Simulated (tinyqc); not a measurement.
Tunnelling through a gate dielectric, WKB transmission and Tsu-Esaki current: two steps of the calculation.

Electrons leave the emitter at x = 0. Energies E (motion across the layers) are in eV from the emitter Fermi level; the collector Fermi level lies at -V and offers states at every E. No charge in the dielectric and no image force: F1 = V/t1, U = phi1 - F1 x. With C = hbar^2/(2 m0), kappa = sqrt(m (U - E)/C) where U > E and 0 elsewhere; T(E) = exp(-S), S = 2 times the integral of kappa over x.

Values chosen for this exercise; dielectric values close to those of silicon dioxide: barrier of layer 1 above the emitter Fermi level at zero bias phi1 = 3.24 eV; tunnelling mass of layer 1 m1 = 0.5 m0; thickness of layer 1 t1 = 3.6 nm; voltage across the dielectric V = 4 V; energy of the electron followed E = 0 eV; cells in each layer nc = 5.

Constants: q = 1.602176634e-19 C, hbar = 1.054571817e-34 J s, m0 = 9.1093837015e-31 kg, hbar^2/(2 m0) = 0.0380998212 eV nm^2. Results are converted to the units shown.

Problem 1. WKB exponent by the midpoint rule. Cut each layer into nc equal cells, take U and kappa at the cell centres, and sum S = 2 sum kappa h.

Wanted: x; U; kappa; S; T(E).

Solution 1.

```
cell	x (nm)	U (eV)	kappa (1/nm)
0	0.360	2.840	6.105
1	1.080	2.040	5.174
2	1.800	1.240	4.034
3	2.520	0.440	2.403
4	3.240	-0.360	0.000
```

S = 25.51
T(E) = 8.330e-12

Problem 2. WKB exponent in closed form. Each layer adds (2/F) sqrt(m/C) [G(u at its left edge) - G(u at its right edge)] to S, with u = U - E (0 where negative) and G(u) = (2/3) u^1.5. The slope follows from 1/d = -dS/dE.

Find: S; T(E); energy d over which T(E) grows by a factor e.

Solution 2.

S = 25.353
T(E) = 9.7614e-12
energy d over which T(E) grows by a factor e = 0.085198 eV

The midpoint rule gives S = 25.511, so its T(E) is 15 % below this value. The band edge of layer 1 drops below E inside the layer: the barrier there is triangular (the Fowler-Nordheim case).

Computed by the program tinyqc: `OMP_NUM_THREADS=1 python tinyqc.py 2540129 2540130 out.jsonl`, one thread of a shared Intel Xeon 2.30GHz, about 0.05 s for the whole run.
